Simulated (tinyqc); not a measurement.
Worked calculation: plane-wave Kohn-Sham cycle with exchange-only LDA in a layered model solid. Computed by tinyqc, a small Python program that keeps every step. Settings: points = 16, plane-wave index or count = 2, electrons = 4, k points = 4, area = 20.0, mixing = 0.5, iteration cap = 75. Command: `OMP_NUM_THREADS=1 python tinyqc.py 25981 25982 out.jsonl` (the two numbers bound the seeds that draw the settings). One thread of a shared host (Intel(R) Xeon(R) Processor @ 2.60GHz), about 0.06 s of CPU time with the checks.

A solid whose potential varies along x alone (atomic units):
```
parameter                      value
period a                   13.600000
cross-section of the cell  20.000000
electrons per cell                 4
grid points                       16
plane waves -n..n, n               2
k points                           4
V1 in V1 cos(2 pi x/a)     -0.590000
V2 in V2 cos(4 pi x/a)     -0.150000
```

Stop when sqrt(dV sum R^2) is below 1e-8, dV = a A/N.

Course of the cycle:
```
iteration  E (hartree)  norm of the residual
1          -1.72125264              2.30e-01
2          -1.03902951              1.39e-01
3          -1.09901246              1.43e-01
4          -1.12597828              1.52e-01
5          -1.10983287              1.48e-01
6          -1.12298647              1.49e-01
7          -1.11137859              1.49e-01
8          -1.12256283              1.49e-01
9          -1.11161106              1.49e-01
10         -1.12250512              1.49e-01
11         -1.11164940              1.49e-01
...                ...                   ...
65         -1.11165818              1.49e-01
66         -1.12249597              1.49e-01
67         -1.11165818              1.49e-01
68         -1.12249597              1.49e-01
69         -1.11165818              1.49e-01
70         -1.12249597              1.49e-01
71         -1.11165818              1.49e-01
72         -1.12249597              1.49e-01
73         -1.11165818              1.49e-01
74         -1.12249597              1.49e-01
75         -1.11165818              1.49e-01
```

Can the last value be used, and what does the course show?

Not by the stop rule. Not converged within 75 iterations: the residual has stopped falling: the iteration swings between two states. Reruns (cap 100 unless said): mixing 0.1: not converged; mixing 0.5, Kerker q0 1.0: converged in 58 (E = -0.97019); mixing 0.3, Pulay depth 5: converged in 25 (E = -0.97019); the original settings with a cap of 400: not converged.
